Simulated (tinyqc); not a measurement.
Two-mode optical phonons of a ternary alloy from two coupled oscillators: one step, computed by the program tinyqc. Command: `OMP_NUM_THREADS=1 python tinyqc.py 3006110 3006111 out.jsonl twomode walk`. One thread of a shared host (Intel(R) Xeon(R) Processor @ 2.30GHz), about 0.01 s of CPU time with the checks.

An alloy A(x)B(1-x)C has an A-C and a B-C bond oscillator. Each TO frequency moves linearly from the impurity mode (dilute end) to the TO of the pure crystal; each strength is proportional to the number of bonds.

Question. LO modes, coupled by the field. eps(omega) = eps_inf + W_1/(omega_1^2 - omega^2) + W_2/(omega_2^2 - omega^2) = 0 is the eigenproblem of the matrix [[omega_1^2 + W_1/eps_inf, sqrt(W_1 W_2)/eps_inf], [sqrt(W_1 W_2)/eps_inf, omega_2^2 + W_2/eps_inf]] for omega_LO^2. Uncoupled values keep the diagonal alone. eps_s = eps_inf + W_1/omega_1^2 + W_2/omega_2^2.

omega_1 (A-C, TO) = 226.496 1/cm

omega_2 (B-C, TO) = 258.102 1/cm

eps_inf = 11.411

W_1 = 51934.31 1/cm^2

W_2 = 66222.27 1/cm^2

Give: matrix; lower LO mode; upper LO mode; uncoupled values; eps_s.

Answer.

matrix (1/cm^2):
```
[[55852, 5139],
 [5139, 72420]]
```

lower LO mode = 233.2 1/cm

upper LO mode = 271.8 1/cm

uncoupled values (1/cm): [236.3, 269.1]

eps_s = 13.42

The field pushes the upper mode up by 2.71 and the lower one down by 3.12 per cm; the lower LO stays between the two TO modes.
